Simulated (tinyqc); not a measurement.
The decay curve: photoconductance decay in a wafer: bulk and surface recombination modes, and iron detection by pair splitting. Computed by tinyqc, a small Python program. Command: `OMP_NUM_THREADS=1 python tinyqc.py 3112717 3112718 out.jsonl pcd walk`. One thread of a shared host (Intel(R) Xeon(R) Processor @ 2.30GHz), about 0.01 s of CPU time with the checks.

Both faces of the wafer have the same S; injection is low and all coefficients are constant. x runs from -W/2 to W/2.

Inputs (values chosen for the exercise, modelled on p-type silicon):

| quantity | value | unit |
|---|---|---|
| thickness W | 150 | micrometre |
| diffusivity D | 31.5 | cm^2/s |
| bulk lifetime tau_b without iron | 18 | microsecond |
| surface recombination velocity S | 1.1 | cm/s |
| absorption coefficient alpha | 2000 | 1/cm |

Method:
- Even modes cos(a x) obey b tan b = S W/(2 D) with b = a W/2, odd modes sin(a x) obey -b cot b = S W/(2 D); each decays at the rate 1/tau_b + D a^2.
- tau_eff is the decay time of the first mode. The surface time is 1/(D a^2) of that mode; shortcuts for it are W/(2 S), W^2/(pi^2 D) and their sum, whose error is sum/surface time - 1.
- Light from one face makes n(x, 0) proportional to exp(-alpha (x + W/2)). Only even modes carry the thickness average: weight c_n = [sin b/b] int n cos(a x) dx / (int cos^2(a x) dx x mean n), with int exp(-alpha (x + W/2)) cos(a x) dx = [alpha cos b (1 - E) + a sin b (1 + E)]/(alpha^2 + a^2), E = exp(-alpha W), and int cos^2 = W/2 + sin(2 b)/(2 a).
- Mean density = sum_n c_n exp(-t/tau_n) over 60 modes; the local decay time is -1/(d ln n/dt).

W^2/(pi^2 D) = 0.723723 microsecond

tau_eff = 17.9526 microsecond

Decay:

| t / (W^2/(pi^2 D)) | t (microsecond) | mean density/start | local decay time (microsecond) |
|---|---|---|---|
| 0.02 | 0.0145 | 0.99918 | 17.755 |
| 0.05 | 0.0362 | 0.99796 | 17.829 |
| 0.10 | 0.0724 | 0.99594 | 17.874 |
| 0.20 | 0.1447 | 0.99192 | 17.909 |
| 0.50 | 0.3619 | 0.97998 | 17.940 |
| 1.00 | 0.7237 | 0.96042 | 17.951 |
| 2.00 | 1.4474 | 0.92247 | 17.953 |

What follows from these numbers?

The local decay time goes from 17.8 to 18.0 microsecond against tau_eff = 18.0. Higher modes matter little here.
